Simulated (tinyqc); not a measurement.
Inside a calculation. Method: FCI on RHF in the 3-21g basis, for H3+, spin multiplicity 1. One step of it, computed by the program tinyqc.

Task: FCI: determinants and Hamiltonian. Slater-Condon rules over spin orbitals, with the nuclear repulsion added and E(HF) subtracted on the diagonal. Only determinants linked to the reference directly or through others are kept (one block of an abelian symmetry group), so some states are absent.

one-electron integrals over orbitals h = C^T H C (hartree):
```
           1          2          3          4         5          6
1  -1.524022   0.000000  -0.086048  -0.076539  0.000000   0.075241
2   0.000000  -1.135956   0.000000   0.000000  0.136085   0.000000
3  -0.086048   0.000000  -0.767547   0.070375  0.000000   0.205288
4  -0.076539   0.000000   0.070375  -0.165594  0.000000   0.051386
5   0.000000   0.136085   0.000000   0.000000  0.008091   0.000000
6   0.075241   0.000000   0.205288   0.051386  0.000000  -0.034271
```

Two-electron integrals over orbitals (pq|rs), unique and non-zero (hartree):
```
(11|11) 0.561674    (21|21) 0.122187    (22|11) 0.441309    (22|22) 0.446363
(31|11) 0.086048    (31|22) -0.008950   (31|31) 0.072307    (32|21) -0.093373
(32|32) 0.101527    (33|11) 0.413338    (33|22) 0.382210    (33|31) 0.021745
(33|33) 0.370063    (41|11) 0.076539    (41|22) 0.075287    (41|31) -0.001651
(41|33) 0.047140    (41|41) 0.055302    (42|21) 0.066469    (42|32) -0.044380
(42|42) 0.068425    (43|11) -0.036013   (43|22) -0.044882   (43|31) 0.007866
(43|33) -0.018844   (43|41) -0.016041   (43|43) 0.024668    (44|11) 0.455438
(44|22) 0.427922    (44|31) 0.016263    (44|33) 0.368861    (44|41) 0.074277
(44|43) -0.050688   (44|44) 0.441926    (51|21) -0.057122   (51|32) 0.035977
(51|42) -0.056496   (51|51) 0.047464    (52|11) -0.096604   (52|22) -0.101156
(52|31) 0.006851    (52|33) -0.052014   (52|41) -0.059870   (52|43) 0.036208
(52|44) -0.108393   (52|52) 0.083503    (53|21) 0.010816    (53|32) 0.006312
(53|42) 0.031700    (53|51) -0.024974   (53|53) 0.030109    (54|21) -0.142202
(54|32) 0.116242    (54|42) -0.092216   (54|51) 0.078163    (54|53) -0.019749
(54|54) 0.190454    (55|11) 0.422627    (55|22) 0.436610    (55|31) -0.015554
(55|33) 0.364926    (55|41) 0.086182    (55|43) -0.050811   (55|44) 0.437243
(55|52) -0.117810   (55|55) 0.454449    (61|11) -0.075241   (61|22) 0.010552
(61|31) -0.066170   (61|33) -0.036206   (61|41) -0.010976   (61|43) -0.024695
(61|44) 0.000953    (61|52) -0.015682   (61|55) 0.022124    (61|61) 0.097266
(62|21) 0.047625    (62|32) -0.028793   (62|42) 0.041062    (62|51) -0.034339
(62|53) 0.021896    (62|54) -0.063137   (62|62) 0.032097    (63|11) -0.135729
(63|22) -0.062976   (63|31) -0.053437   (63|33) -0.061768   (63|41) -0.042344
(63|43) 0.008083    (63|44) -0.078643   (63|52) 0.042310    (63|55) -0.060660
(63|61) 0.063045    (63|63) 0.082778    (64|11) -0.031181   (64|22) 0.039201
(64|31) -0.054750   (64|33) 0.000850    (64|41) 0.024839    (64|43) -0.017729
(64|44) 0.023928    (64|52) -0.036823   (64|55) 0.056701    (64|61) 0.055240
(64|63) 0.027305    (64|64) 0.062631    (65|21) -0.077518   (65|32) 0.070478
(65|42) -0.054109   (65|51) 0.045525    (65|53) -0.008557   (65|54) 0.107062
(65|62) -0.032931   (65|65) 0.065284    (66|11) 0.562947    (66|22) 0.410850
(66|31) 0.112341    (66|33) 0.417263    (66|41) 0.084177    (66|43) -0.015511
(66|44) 0.437782    (66|52) -0.081889   (66|55) 0.397248    (66|61) -0.135384
(66|63) -0.167748   (66|64) -0.063322   (66|66) 0.635409
```

nuclear repulsion = 1.29446480 hartree

Hartree-Fock energy = -1.19190515 hartree

Give: determinants; H - E(HF) between determinants.

Result:

Occupation strings over the orbitals (2 doubly, a alpha, b beta, 0 empty; spin orbitals ordered 1a 1b 2a 2b ...): 200000 a0b000 a00b00 a0000b b0a000 b00a00 b0000a 020000 0a00b0 002000 00ab00 00a00b 00ba00 000200 000a0b 0b00a0 000020 00b00a 000b0a 000002

H - E(HF) between determinants (hartree):
```
         200000   a0b000   a00b00   a0000b   b0a000   b00a00   b0000a   020000
200000   0.0000   0.0000   0.0000   0.0000   0.0000   0.0000   0.0000   0.1222
a0b000   0.0000   0.6081   0.0344   0.0696  -0.0723   0.0017   0.0662  -0.0934
a00b00   0.0000   0.0344   1.2522   0.0202   0.0017  -0.0553   0.0110   0.0665
a0000b   0.0000   0.0696   0.0202   1.4910   0.0662   0.0110  -0.0973   0.0476
b0a000   0.0000  -0.0723   0.0017   0.0662   0.6081   0.0344   0.0696   0.0934
b00a00   0.0000   0.0017  -0.0553   0.0110   0.0344   1.2522   0.0202  -0.0665
b0000a   0.0000   0.0662   0.0110  -0.0973   0.0696   0.0202   1.4910  -0.0476
020000   0.1222  -0.0934   0.0665   0.0476   0.0934  -0.0665  -0.0476   0.6608
0a00b0  -0.0571   0.0108  -0.1422  -0.0775  -0.0360   0.0565   0.0343   0.0349
002000   0.0723  -0.0643   0.0079  -0.0534   0.0643  -0.0079   0.0534   0.1015
00ab00  -0.0017   0.0079  -0.0698  -0.0548   0.0294   0.0160   0.0423  -0.0444
00a00b  -0.0662  -0.0534  -0.0548   0.0263  -0.0390   0.0247  -0.0630  -0.0288
00ba00   0.0017   0.0294   0.0160   0.0423   0.0079  -0.0698  -0.0548   0.0444
000200   0.0553  -0.0160  -0.0023   0.0248   0.0160   0.0023  -0.0248   0.0684
000a0b  -0.0110  -0.0423   0.0248   0.0076   0.0247  -0.0762  -0.0552   0.0411
0b00a0   0.0571  -0.0360   0.0565   0.0343   0.0108  -0.1422  -0.0775  -0.0349
000020   0.0475  -0.0250   0.0782   0.0455   0.0250  -0.0782  -0.0455   0.0835
00b00a   0.0662  -0.0390   0.0247  -0.0630  -0.0534  -0.0548   0.0263   0.0288
000b0a   0.0110   0.0247  -0.0762  -0.0552  -0.0423   0.0248   0.0076  -0.0411
000002   0.0973   0.0630   0.0552  -0.0601  -0.0630  -0.0552   0.0601   0.0321

         0a00b0   002000   00ab00   00a00b   00ba00   000200   000a0b   0b00a0
200000  -0.0571   0.0723  -0.0017  -0.0662   0.0017   0.0553  -0.0110   0.0571
a0b000   0.0108  -0.0643   0.0079  -0.0534   0.0294  -0.0160  -0.0423  -0.0360
a00b00  -0.1422   0.0079  -0.0698  -0.0548   0.0160  -0.0023   0.0248   0.0565
a0000b  -0.0775  -0.0534  -0.0548   0.0263   0.0423   0.0248   0.0076   0.0343
b0a000  -0.0360   0.0643   0.0294  -0.0390   0.0079   0.0160   0.0247   0.0108
b00a00   0.0565  -0.0079   0.0160   0.0247  -0.0698   0.0023  -0.0762  -0.1422
b0000a   0.0343   0.0534   0.0423  -0.0630  -0.0548  -0.0248  -0.0552  -0.0775
020000   0.0349   0.1015  -0.0444  -0.0288   0.0444   0.0684   0.0411  -0.0349
0a00b0   1.7951   0.0063   0.1162   0.0705  -0.0317  -0.0922  -0.0541  -0.0835
002000   0.0063   1.3213   0.0515   0.1435  -0.0515   0.0247   0.0081  -0.0063
00ab00   0.1162   0.0515   1.9221   0.0522  -0.0247   0.0197  -0.0177  -0.0317
00a00b   0.0705   0.1435   0.0522   2.1018  -0.0081  -0.0177   0.0549  -0.0219
00ba00  -0.0317  -0.0515  -0.0247  -0.0081   1.9221  -0.0197  -0.1266   0.1162
000200  -0.0922   0.0247   0.0197  -0.0177  -0.0197   2.5971   0.0753   0.0922
000a0b  -0.0541   0.0081  -0.0177   0.0549  -0.1266   0.0753   2.7243   0.0631
0b00a0  -0.0835  -0.0063  -0.0317  -0.0219   0.1162   0.0922   0.0631   1.7951
000020   0.0183   0.0301  -0.0197  -0.0086   0.0197   0.1905   0.1071  -0.0183
00b00a  -0.0219  -0.1435  -0.0081  -0.0828   0.0522   0.0177  -0.0273   0.0705
000b0a   0.0631  -0.0081  -0.1266  -0.0273  -0.0177  -0.0753  -0.0626  -0.0541
000002  -0.0329   0.0828   0.0273   0.0375  -0.0273   0.0626  -0.0119   0.0329

         000020   00b00a   000b0a   000002
200000   0.0475   0.0662   0.0110   0.0973
a0b000  -0.0250  -0.0390   0.0247   0.0630
a00b00   0.0782   0.0247  -0.0762   0.0552
a0000b   0.0455  -0.0630  -0.0552  -0.0601
b0a000   0.0250  -0.0534  -0.0423  -0.0630
b00a00  -0.0782  -0.0548   0.0248  -0.0552
b0000a  -0.0455   0.0263   0.0076   0.0601
020000   0.0835   0.0288  -0.0411   0.0321
0a00b0   0.0183  -0.0219   0.0631  -0.0329
002000   0.0301  -0.1435  -0.0081   0.0828
00ab00  -0.0197  -0.0081  -0.1266   0.0273
00a00b  -0.0086  -0.0828  -0.0273   0.0375
00ba00   0.0197   0.0522  -0.0177  -0.0273
000200   0.1905   0.0177  -0.0753   0.0626
000a0b   0.1071  -0.0273  -0.0626  -0.0119
0b00a0  -0.0183   0.0705  -0.0541   0.0329
000020   2.9570   0.0086  -0.1071   0.0653
00b00a   0.0086   2.1018   0.0549  -0.0375
000b0a  -0.1071   0.0549   2.7243   0.0119
000002   0.0653  -0.0375   0.0119   3.0532
```
